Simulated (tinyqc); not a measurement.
Plane-wave Kohn-Sham cycle with exchange-only LDA in a layered model solid, step by step. Computed by tinyqc, a small Python program that keeps every step. Settings: points = 16, plane-wave index or count = 3, electrons = 2, k points = 1, area = 10.0, mixing = 0.5, iteration cap = 64. Command: `OMP_NUM_THREADS=1 python tinyqc.py 27344 27345 out.jsonl` (the two numbers bound the seeds that draw the settings). One thread of a shared host (Intel(R) Xeon(R) Processor @ 2.60GHz), about 0.01 s of CPU time with the checks. Later iterations appear only in the table of the cycle.

## Iteration 1: potential

A solid whose potential varies along x alone (atomic units):
```
parameter                      value
period a                   17.800000
cross-section of the cell  10.000000
electrons per cell                 2
grid points                       16
plane waves -n..n, n               3
k points                           1
V1 in V1 cos(2 pi x/a)     -0.210000
V2 in V2 cos(4 pi x/a)      0.140000
```

density at the start, on the grid x_j = j a/N (e/bohr^3): 0.011236  0.011236  0.011236  0.011236  0.011236  0.011236  0.011236  0.011236  0.011236  0.011236  0.011236  0.011236  0.011236  0.011236  0.011236  0.011236

V_H(G) = 4 pi rho(G)/G^2 for G != 0 (uniform background); v_x = -(3 rho/pi)^(1/3); V = V_ext + V_H + v_x; Fourier components f(G_m) = (1/N) sum_j f(x_j) exp(-i G_m x_j).

Potentials on the grid (hartree):
```
x          V_ext     V_H      v_x        V
0.0000   -0.0700  0.0000  -0.2206  -0.2906
1.1125   -0.0950  0.0000  -0.2206  -0.3156
2.2250   -0.1485  0.0000  -0.2206  -0.3691
3.3375   -0.1794  0.0000  -0.2206  -0.3999
4.4500   -0.1400  0.0000  -0.2206  -0.3606
5.5625   -0.0186  0.0000  -0.2206  -0.2392
6.6750    0.1485  0.0000  -0.2206  -0.0721
7.7875    0.2930  0.0000  -0.2206   0.0724
8.9000    0.3500  0.0000  -0.2206   0.1294
10.0125   0.2930  0.0000  -0.2206   0.0724
11.1250   0.1485  0.0000  -0.2206  -0.0721
12.2375  -0.0186  0.0000  -0.2206  -0.2392
13.3500  -0.1400  0.0000  -0.2206  -0.3606
14.4625  -0.1794  0.0000  -0.2206  -0.3999
15.5750  -0.1485  0.0000  -0.2206  -0.3691
16.6875  -0.0950  0.0000  -0.2206  -0.3156
```

V(G_m), m = 0, 1, 2, ... (hartree): -0.2206  -0.1050  0.0700  0.0000  0.0000  0.0000  0.0000

## Iteration 1: Hamiltonian at one k

k = 0.0000 2 pi / a

H(m,m') = (k + G_m)^2/2 delta + V(G_m - G_m'), with V(-G) = V(G).

H (hartree), lower triangle:
```
         -3       -2       -1       +0       +1       +2      +3
-3   0.3401
-2  -0.1050   0.0286
-1   0.0700  -0.1050  -0.1583
+0   0.0000   0.0700  -0.1050  -0.2206
+1   0.0000   0.0000   0.0700  -0.1050  -0.1583
+2   0.0000   0.0000   0.0000   0.0700  -0.1050   0.0286
+3   0.0000   0.0000   0.0000   0.0000   0.0700  -0.1050  0.3401
```

## Iteration 1: levels at that k

Diagonalise the Hermitian matrix.

eigenvalues (hartree): -0.3225  -0.2674  -0.1237  0.0198  0.1063  0.3881  0.3999

## Iteration 1: new density

Motion across x is left out: the lowest 1 band(s) hold two electrons at each of the k points (j + 1/2)/nk - 1/2. Residual R = rho(out) - rho(in); rho(new) = rho(in) + 0.5 R. rho(out) = 2/(a A nk) sum |psi|^2 with psi = sum c exp(i G x). Harris energy E = band energy - dV sum rho (V_H/2 + v_x) + (3/4) dV sum rho v_x with rho(in), dV = a A/N, band energy = (2/nk) sum of the filled levels.

rho(out) (e/bohr^3): 0.019570  0.021134  0.023044  0.019789  0.011282  0.003881  0.000801  0.000141  0.000062  0.000141  0.000801  0.003881  0.011282  0.019789  0.023044  0.021134

density after iteration 1 (e/bohr^3): 0.015403  0.016185  0.017140  0.015512  0.011259  0.007558  0.006019  0.005688  0.005649  0.005688  0.006019  0.007558  0.011259  0.015512  0.017140  0.016185

energy per cell = -0.534757 hartree

## Iteration 2: potential

As before.

Potentials on the grid (hartree):
```
x          V_ext      V_H      v_x        V
0.0000   -0.0700   0.6131  -0.2450   0.2981
1.1125   -0.0950   0.5796  -0.2491   0.2355
2.2250   -0.1485   0.4687  -0.2539   0.0664
3.3375   -0.1794   0.2696  -0.2456  -0.1553
4.4500   -0.1400   0.0077  -0.2207  -0.3530
5.5625   -0.0186  -0.2555  -0.1933  -0.4673
6.6750    0.1485  -0.4644  -0.1791  -0.4951
7.7875    0.2930  -0.5938  -0.1758  -0.4766
8.9000    0.3500  -0.6372  -0.1754  -0.4626
10.0125   0.2930  -0.5938  -0.1758  -0.4766
11.1250   0.1485  -0.4644  -0.1791  -0.4951
12.2375  -0.0186  -0.2555  -0.1933  -0.4673
13.3500  -0.1400   0.0077  -0.2207  -0.3530
14.4625  -0.1794   0.2696  -0.2456  -0.1553
15.5750  -0.1485   0.4687  -0.2539   0.0664
16.6875  -0.0950   0.5796  -0.2491   0.2355
```

V(G_m), m = 0, 1, 2, ... (hartree): -0.2160  0.1943  0.0676  -0.0041  -0.0008  -0.0001  0.0001

## Iteration 2: Hamiltonian at one k

k = 0.0000 2 pi / a

As before.

H (hartree), lower triangle:
```
         -3       -2       -1       +0       +1      +2      +3
-3   0.3447
-2   0.1943   0.0332
-1   0.0676   0.1943  -0.1537
+0  -0.0041   0.0676   0.1943  -0.2160
+1  -0.0008  -0.0041   0.0676   0.1943  -0.1537
+2  -0.0001  -0.0008  -0.0041   0.0676   0.1943  0.0332
+3   0.0001  -0.0001  -0.0008  -0.0041   0.0676  0.1943  0.3447
```

## Iteration 2: levels at that k

As before.

eigenvalues (hartree): -0.4391  -0.3313  -0.1632  0.0171  0.1789  0.4716  0.4987

## Iteration 2: new density

As before.

rho(out) (e/bohr^3): 0.000008  0.000007  0.000061  0.000798  0.004425  0.012730  0.023321  0.031408  0.034267  0.031408  0.023321  0.012730  0.004425  0.000798  0.000061  0.000007

density after iteration 2 (e/bohr^3): 0.007706  0.008096  0.008600  0.008155  0.007842  0.010144  0.014670  0.018548  0.019958  0.018548  0.014670  0.010144  0.007842  0.008155  0.008600  0.008096

energy per cell = -0.947242 hartree

## Convergence

Stop when sqrt(dV sum R^2) is below 1e-8, dV = a A/N.

Course of the cycle:
```
iteration  E (hartree)  norm of the residual
1            -0.534757              1.24e-01
2            -0.947242              2.28e-01
3            -1.353085              2.38e-01
4            -1.013940              2.04e-01
5            -0.995121              1.95e-01
6            -1.020028              2.06e-01
7            -1.119455              2.06e-01
8            -1.010070              2.02e-01
9            -1.064291              2.02e-01
10           -1.016017              2.04e-01
11           -1.089801              2.04e-01
...                ...                   ...
54           -1.518503              2.63e-01
55           -1.555551              2.65e-01
56           -1.556539              2.58e-01
57           -1.489499              2.57e-01
58           -1.576235              2.64e-01
59           -1.553232              2.64e-01
60           -1.497918              2.57e-01
61           -1.567195              2.58e-01
62           -1.532001              2.65e-01
63           -1.538352              2.63e-01
64           -1.557486              2.57e-01
```

Not converged within 64 iterations: the residual has stopped falling. Reruns (cap 100 unless said): mixing 0.1: not converged; mixing 0.5, Kerker q0 1.0: not converged; mixing 0.3, Pulay depth 5: converged in 29 (E = -0.37981); the original settings with a cap of 400: not converged.
